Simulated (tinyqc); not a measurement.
Double-gate transistor, scale length and short-channel effects: course of the iteration: decay constant by Newton steps.

A body of thickness ts between two insulators of thickness ti and two tied gates. Below threshold the potential that source and drain add obeys Laplace's equation and vanishes on the gate. Its lowest mode decays along the channel as exp(-k y); k is the smallest positive root of the matching condition at the interface, and the scale length is Lambda = pi/k.

f(k) = ei cos(k ti) cos(k ts/2) - eps_r sin(k ti) sin(k ts/2); f' by a central difference with +/- 1e-5 1/nm; k(new) = k - f/f'.

Stop when k changes by less than 1e-10 1/nm, or after 30 iterations.

Values chosen for this exercise; permittivities: semiconductor close to that of silicon, insulator close to that of hafnium oxide: relative permittivity of the semiconductor eps_r = 11.6; relative permittivity of the insulator ei = 21.9; insulator thickness ti = 3.1 nm; body thickness ts = 10.8 nm.

k at the start = 0.21 1/nm

Course of the iteration:
```
iteration  k (1/nm)  |change| (1/nm)
1          0.216917          6.92e-3
2          0.216960          4.29e-5
3          0.216960          1.95e-9
4          0.216960          < 1e-15
```

Did this iteration meet its convergence test, and what does its course show?

Yes. Converged in 4 iterations. The change falls from 0.0069 in the first iteration to below the tolerance in the last.

tinyqc, about 0.01 s, one thread, Intel Xeon 2.30GHz (shared host): `OMP_NUM_THREADS=1 python tinyqc.py 2420049 2420050 out.jsonl`
